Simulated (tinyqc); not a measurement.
Random telegraph noise from one oxide trap in a small MOSFET: one step of the calculation.

An acceptor-like trap exchanges electrons with the channel. Inversion charge Q = Cox u, u = n Vt W0(exp((Vg - VT)/(n Vt))), W0 the Lambert function, n = nf, Cox = eps0 eox/tox; linear regime Id = (W/L) mu Q Vd. Relative to threshold the surface potential rises by Vt ln(u/u0) and the oxide voltage by the rest of Vg - VT, with u0 = n Vt W0(1).

Question. Lorentzian spectrum. Spectrum S(f) = 4 dI^2/{(tc + te)[(1/tc + 1/te)^2 + (2 pi f)^2]}; corner fc = (1/tc + 1/te)/(2 pi); variance dI^2 tc te/(tc + te)^2. Give S at f = 0, at fc and at 10 fc.

tc = 1.3198296e-4 s
te = 5.7766300e-5 s
dI = 6.9380292 nA

Give: fc; S(0); S(fc); S(10 fc); rms current.

Answer.

fc = 3961.0 Hz
S(0) = 1.6382e-21 A^2/Hz
S(fc) = 8.1912e-22 A^2/Hz
S(10 fc) = 1.6220e-23 A^2/Hz
rms current = 3.1927 nA

The rms value is 0.460 of the step; it reaches its largest share, 1/2, when tc = te.

Range of the model: VT is taken as given; short-channel effects and the uneven flow of current among few electrons are left out.

Computed by the program tinyqc: `OMP_NUM_THREADS=1 python tinyqc.py 2710006 2710007 out.jsonl`, one thread of a shared Intel Xeon 2.30GHz, about 0.01 s for the whole run.
